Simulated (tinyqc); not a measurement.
## Boundary resistance from two temperatures

Question. A strip of width ws dissipates Pw per length on layer 1; with 45-degree spreading Tj - Tb = Pw [ln(w1/ws)/(2 k1) + Rb/w1], w1 = ws + 2 t1, where Tb is the temperature just under the boundary. Find Rb.

Values chosen for this exercise:
```
symbol  value     unit                        meaning
ws          6       um      width of the heated strip
Pw       0.82     W/mm  power per length of the strip
t1        1.1       um           thickness of layer 1
k1        171  W/(m K)        conductivity of layer 1
```

Tb and Tj (K): [324.377550, 326.626519]

Solution. Subtract the resistance of layer 1 from (Tj - Tb)/Pw and multiply by w1.

Rb = 15.00 m^2 K/GW

Computed by the program tinyqc: `OMP_NUM_THREADS=1 python tinyqc.py 2520057 2520058 out.jsonl`, one thread of a shared Intel Xeon 2.30GHz, about 0.01 s for the whole run.
